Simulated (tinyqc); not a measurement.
# Worked calculation: floating body of a partially depleted SOI transistor: body voltage and kink

tinyqc, about 0.2 s, one thread, Intel Xeon 2.30GHz (shared host): `OMP_NUM_THREADS=1 python tinyqc.py 2182152 2182153 out.jsonl` Printed values are rounded.

Source at 0 V. Channel current Ic = 2 nf K Vt^2 [F(0) - F(Vd)](1 + la Vd), F(V) = ln^2(1 + exp((Vg - VT - nf V)/(2 nf Vt))), VT = VT0 - gb Vb. Saturation voltage Vs = 2 Vt sqrt(F(0)) + 3 Vt, excess Ve = (Vd - Vs + sqrt((Vd - Vs)^2 + 0.0004 V^2))/2, multiplication M1 = Ai Ve exp(-Bl/Ve). Each junction passes D(v) = J1 (exp(v/Vt) - 1) + J2 (exp(v/(2 Vt)) - 1). Bipolar current Ib = bb J1 (exp(Vb/Vt) - 1). The body settles where M1 (Ic + Ib) = D(Vb) + D(Vb - Vd) + Vb/Rb; drain current Id = (1 + M1)(Ic + Ib) - D(Vb - Vd).

Inputs (values chosen for the exercise); values of the order met in partially depleted silicon-on-insulator transistors: temperature T = 358 K; threshold at zero body voltage VT0 = 0.43 V; fall of the threshold per volt of body voltage gb = 0.17; slope factor nf = 1.29; gain factor per width K = 590 uA/(V^2 um); channel-length modulation factor la = 0.05 1/V; impact-ionisation prefactor Ai = 2.74 1/V; impact-ionisation voltage Bl = 8 V; diffusion saturation current of each junction J1 = 1.2e-10 uA/um; recombination saturation current of each junction J2 = 8.6e-8 uA/um; gain of the lateral bipolar transistor on the diffusion current bb = 3; resistance of a weak body tie to the source (1e9 stands for no tie, and the term is then dropped) Rb = 1e9 kohm um; gate voltage Vg = 0.42 V; drain voltage Vd = 1 V.

Constants: q = 1.602176634e-19 C, kB = 1.380649e-23 J/K, Vt = kB T/q. Results are converted to the units shown.

Range of the model: The multiplication law is an empirical form chosen for the exercise; self-heating and capacitive coupling to the body are left out, and the linear laws are rough once Vb passes about 0.7 V or M1 about 0.1.

## Starting value

Vb = 0.54 V.

Vb at the start = 0.54 V

## Iteration 1: new Vb

Current into the body I_in = M1 (Ic + Ib) - D(Vb - Vd), current out I_out = D(Vb) + Vb/Rb; f = ln(I_in/I_out), s = df/dVb by central differences over 1e-5 V, Vb(new) = Vb - f/s.

Ic = 2.70538 uA/um
Ve = 0.825287 V
M1 = 1.39470e-4
I_in = 3.79414e-4 uA/um
I_out = 0.00534196 uA/um
f = -2.64472
s = -29.5050 1/V
Vb after iteration 1 = 0.450364 V

## Iteration 2: new Vb

As before.

Ic = 2.17687 uA/um
Ve = 0.833760 V
M1 = 1.55488e-4
I_in = 3.38685e-4 uA/um
I_out = 3.89677e-4 uA/um
f = -0.140248
s = -25.7975 1/V
Vb after iteration 2 = 0.444927 V

## Course of the iteration

Stop when the step is below 1e-10 V, or after 40 iterations.

Course of the iteration:
```
iteration  Vb before the step (V)  step (V)
1                            0.54   -0.0896
2                        0.450364  -5.44e-3
3                        0.444927  -3.50e-5
4                        0.444892  -1.48e-9
5                        0.444892   < 1e-14
```

Converged in 5 iterations.

## Drain current with floating and with grounded body

converged Vb = 0.444892 V

Id and VT at the converged Vb, Id at Vb = 0, their ratio, and the bipolar share Ib/(Ic + Ib).

VT = 0.354368 V
Id, floating = 2.14834 uA/um
Id, grounded = 0.608306 uA/um
ratio = 3.53168
bipolar share = 0.0307100 %

The body rises to 0.445 V and lowers the threshold by 75.6 mV.
